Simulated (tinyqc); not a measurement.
## Surface potential of a MOS transistor: implicit equation and explicit approximations: accuracy of the approximations against gate voltage

p-type body, charge-sheet picture, depletion and inversion only, full ionisation (an idealisation for deep acceptors), Boltzmann statistics (rough once Na exp(x - xn) passes about Nc/7). In units of Vt: xg = (Vg - Vfb)/Vt, x = psi/Vt, G = gamma/sqrt(Vt), xn = (2 phiF + Vc)/Vt. The implicit equation is (xg - x)^2 = G^2 [x - 1 + exp(x - xn)] for x above about 3. Cox = eps0 eox/tox.

ni = sqrt(Nc Nv) exp(-Eg/(2 Vt)), Eg in volts; phiF = Vt ln(Na/ni); gamma = sqrt(2 q eps0 eps_r Na)/Cox; VT = Vfb + Vt (xn + G sqrt(xn - 1)). Depletion value a = 1 + [sqrt(G^2/4 + xg - 1) - G/2]^2; inversion value b = xn + ln[(xg - xn)^2/G^2 - xn + 1] and first guess y = min(a, b) - ln(1 + exp(-|a - b|)) if a > xn + 1, else b = y = a; one second-order correction with D = exp(y - xn), p = 2 (xg - y) + G^2 (1 + D), w = (xg - y)^2 - G^2 (y - 1 + D): z = y + 2 w/(p + sqrt(p^2 - 2 (2 - G^2 D) w)), or the Newton step z = y + w/p where the root is not real. N_inv = (Cox Vt G/q) [sqrt(x - 1 + exp(x - xn)) - sqrt(x - 1)] at the root. Lambert form (Cox m Vt/q) W0[(G/(2 m sqrt(xn - 1))) exp((Vg - VT)/(m Vt))], m = 1 + G/(2 sqrt(xn - 1)). Errors under 1e-4 mV, and the linear form below VT, are printed as 0.

Parameters, values chosen for the exercise; band and dielectric values close to those of silicon:
- T = 350 K (temperature)
- Eg = 1.13 eV (band gap)
- eps_r = 11.8 (relative permittivity)
- Nc = 3.49e19 cm^-3 (conduction-band density of states at T)
- Nv = 3.35e19 cm^-3 (valence-band density of states at T)
- eox = 7.59 (relative permittivity of the gate insulator (close to silicon nitride))
- tox = 7 nm (insulator thickness)
- Na = 4.4e17 cm^-3 (acceptor density)
- Vfb = -0.88 V (flat-band voltage)
- Vc = 0.5 V (channel-body voltage)

Constants: q = 1.602176634e-19 C, kB = 1.380649e-23 J/K, Vt = kB T/q, eps0 = 8.8541878128e-14 F/cm where lengths are in cm. Results are converted to the units shown.

Result of one run:
```
Vg (V)	psi (V)	x - xn	error of y (mV)	error of z (mV)	N_inv (cm^-2)	Cox (Vg - VT)/q (cm^-2)	Lambert form (cm^-2)
2.15	1.549	6.004	8.06	-0.117	5.926e12	7.192e12	6.075e12
```

What becomes of these results when the gate-body voltage Vg is changed from 2.15 to 0.75 V, all else the same?

Result of the changed run:
```
Vg (V)	psi (V)	x - xn	error of y (mV)	error of z (mV)	N_inv (cm^-2)	Cox (Vg - VT)/q (cm^-2)	Lambert form (cm^-2)
0.75	1.198	-5.619	0.0171	0	1.213e8	0	1.103e8
```

The whole series:
```
Vg (V)	psi (V)	x - xn	error of y (mV)	error of z (mV)	N_inv (cm^-2)	Cox (Vg - VT)/q (cm^-2)	Lambert form (cm^-2)
0.55	1.030	-11.18	0	0	5.037e5	0	3.865e5
0.75	1.198	-5.619	0.0171	0	1.213e8	0	1.103e8
0.95	1.364	-0.1222	3.92	-1.40e-3	2.755e10	1.646e9	2.763e10
1.15	1.458	3.017	20.5	-2.84	5.622e11	1.200e12	5.806e11
1.35	1.493	4.162	16.2	-1.28	1.519e12	2.399e12	1.568e12
1.55	1.513	4.830	12.6	-0.511	2.577e12	3.597e12	2.655e12
1.75	1.528	5.311	10.5	-0.275	3.674e12	4.795e12	3.779e12
1.95	1.539	5.689	9.07	-0.172	4.793e12	5.994e12	4.921e12
2.15	1.549	6.004	8.06	-0.117	5.926e12	7.192e12	6.075e12
```

psi rises from 1.03 to 1.55 V and ends 6.0 Vt above 2 phiF + Vc. Among the rows the first guess is off by at most 21 mV (at Vg = 1.15 V) and the corrected value by at most 2.8 mV. In the last row the linear form is 21 % above N_inv and the Lambert form 2.5 % above it; in the first row the Lambert form is 23 % below it. For Vg = 1.15, 1.35, 1.55, 1.75, 1.95, 2.15 the electron quasi-Fermi level lies less than 2 Vt below the band edge at the surface, or above it, where degeneracy and confinement, left out, matter.

Numbers from tinyqc (`OMP_NUM_THREADS=1 python tinyqc.py 2122182 2122183 out.jsonl`; about 0.01 s on one thread of a shared Intel Xeon 2.30GHz).
